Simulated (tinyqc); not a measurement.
# Ground and coupling capacitance from two measurements

Question. A line has Cg to the planes and Cc to each of two neighbours. Find Cg, Cc, the load when both neighbours switch in antiphase, and the pulse on the line when it floats and both neighbours swing by Vx.

Parameters, values chosen for the exercise: swing Vx = 0.7 V.

capacitance with neighbours driven alike and with neighbours grounded (aF/um): 79  173

Solution. Driven alike, Cc carries no charge, which leaves Cg; grounded neighbours give Cg + 2 Cc, antiphase Cg + 4 Cc; a floating line divides the swing as 2 Cc/(Cg + 2 Cc).

Cg = 79.0 aF/um
Cc = 47.0 aF/um
load in antiphase = 267 aF/um
pulse = 0.380 V

Numbers from tinyqc (`OMP_NUM_THREADS=1 python tinyqc.py 2790199 2790200 out.jsonl`; about 0.9 s on one thread of a shared Intel Xeon 2.30GHz).
